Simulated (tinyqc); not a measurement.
# Worked calculation: van der Pauw, Hall and four-point-probe measurements on a doped layer

Numbers from tinyqc (`OMP_NUM_THREADS=1 python tinyqc.py 2850106 2850107 out.jsonl`; about 0.01 s on one thread of a shared Intel Xeon 2.30GHz). Printed values are rounded.

A uniform n-type layer with sheet resistance Rs = 1/(q ns mu), point contacts, low field (mu B small).

Parameters, values chosen for the exercise: sheet density of the layer ns = 1.1e12 cm^-2; drift mobility mu = 600 cm^2/(V s); Hall factor rH = 1.18; magnetic field B = 0.55 T; current I = 1000 uA; side ratio a/b of a rectangular sample with corner contacts ar = 2.09; thickness of the layer t = 180 nm.

Constants: q = 1.602176634e-19 C. Results are converted to the units shown.

## Resistances and Hall voltage

Rs = 1/(q ns mu). For a rectangle with contacts at the corners, RA = (8 Rs/pi) sum_(k>=0) ln coth((2k + 1) pi a/(2 b)) with current along a short side b and voltage along the opposite one, RB the same with a and b exchanged; Hall voltage VH = rH B I/(q ns), negative for electrons.

Rs = 9456.832 ohm/square
RA = 67.79074 ohm
RB = 11452.55 ohm
VH = -368.2490 mV

RB/RA = 169; for a square both equal Rs ln 2/pi = 2090 ohm.

## Starting value

z = 2 ln 2/(pi (RA + RB)), exact for RA = RB.

z at the start = 0.03830367 mS

## Iteration 1: new z

The van der Pauw equation exp(-pi RA z) + exp(-pi RB z) = 1 is solved for z = 1/Rs: e1 = exp(-pi RA z), e2 = exp(-pi RB z), f = e1 + e2 - 1, f' = -pi (RA e1 + RB e2), z(new) = z - f/f'.

e1 = 0.9918756
e2 = 0.2520477
f = 0.2439233
f' = -9.279726 kohm
z after iteration 1 = 0.06458929 mS

## Iteration 2: new z

As before.

e1 = 0.9863385
e2 = 0.09789367
f = 0.08423221
f' = -3.732201 kohm
z after iteration 2 = 0.08715833 mS

## Iteration 3: new z

As before.

e1 = 0.9816090
e2 = 0.04346104
f = 0.02507007
f' = -1.772749 kohm
z after iteration 3 = 0.1013002 mS

## Course of the iteration

Stop when the step is below 1e-10 mS, or after 40 iterations.

Course of the iteration:

| iteration | z before the step (mS) | step (mS) |
|---|---|---|
| 1 | 0.03830367 | 0.0263 |
| 2 | 0.06458929 | 0.0226 |
| 3 | 0.08715833 | 0.0141 |
| 4 | 0.1013002 | 4.17e-3 |
| 5 | 0.1054674 | 2.75e-4 |
| 6 | 0.1057426 | 1.09e-6 |
| 7 | 0.1057437 | 1.70e-11 |

Converged in 7 iterations.

## Sheet density, mobility and bulk values

converged z = 0.1057437 mS

Rs = 1/z; Hall sheet density B I/(q |VH|); Hall mobility |VH|/(Rs B I); true values ns = rH times the Hall density, mu = Hall mobility/rH; bulk density ns/t, resistivity Rs t; correction factor F = Rs/[(pi/ln 2)(RA + RB)/2].

Rs = 9456.832 ohm/square
Hall sheet density = 9.322034e11 cm^-2
Hall mobility = 708 cm^2/(V s)
ns = 1.1e12 cm^-2
mu = 600 cm^2/(V s)
bulk density = 6.111111e16 cm^-3
resistivity = 0.1702230 ohm cm
F = 0.3622313

Taking the mean of RA and RB without F would overstate Rs by 180 %.
